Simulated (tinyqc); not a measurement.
From results to parameters: minimal-basis H2. Computed by the program tinyqc with PySCF.

Problem. For two electrons in the two orbitals of minimal-basis H2, the CIS energies are e2 - e1 - J12 + 2 K12 and e2 - e1 - J12, and E_corr = D - sqrt(D^2 + K12^2) with 2D the energy of the double excitation. Find J12, K12, D, the MP2 energy and the weight of the double excitation.

orbital gap e2 - e1 = 0.95085574 hartree
CIS singlet and triplet energies (hartree): 0.719970  0.327115
FCI correlation energy = -0.03451722 hartree

Solution. Half the singlet-triplet splitting is K12, the gap less the triplet energy is J12, D = (E_corr^2 - K12^2)/(2 E_corr), MP2 is -K12^2/(2 gap), and the weight is c^2/(1 + c^2) with c = E_corr/K12.

J12, K12, D (hartree): 0.6237  0.1964  0.5416
MP2 correlation energy = -0.02029 hartree
weight of the double excitation = 0.0300
